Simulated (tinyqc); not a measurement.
## Insulator thickness and V0 from two charges

Question. In an undoped wire Vg - V0 = Q/Cox + Vt ln(Q/Q0) + Vt ln(1 + Q/Q0) at the source, with Q0 = 4 eps0 eps_r Vt/R and Cox = eps0 eox/(R ln(1 + tox/R)). Find Cox, tox and V0.

Values chosen for this exercise; material values close to those of silicon:
- T = 273 K (temperature)
- eps_r = 11.8 (relative permittivity of the semiconductor)
- eox = 3.98 (relative permittivity of the gate insulator)
- R = 6 nm (wire radius)

Constants: q = 1.602176634e-19 C, kB = 1.380649e-23 J/K, Vt = kB T/q, eps0 = 8.8541878128e-14 F/cm where lengths are in cm. Results are converted to the units shown.

Qs at Vg = 0.81 and 1.21 V (nC/cm^2): 836.98766  2197.5579

Answer. The two equations are linear in 1/Cox and V0; tox follows by inverting the logarithm.

Cox = 3.810 uF/cm^2
tox = 1.000 nm
V0 = 0.5094 V

tinyqc, about 0.02 s, one thread, Intel Xeon 2.30GHz (shared host): `OMP_NUM_THREADS=1 python tinyqc.py 2460021 2460022 out.jsonl`
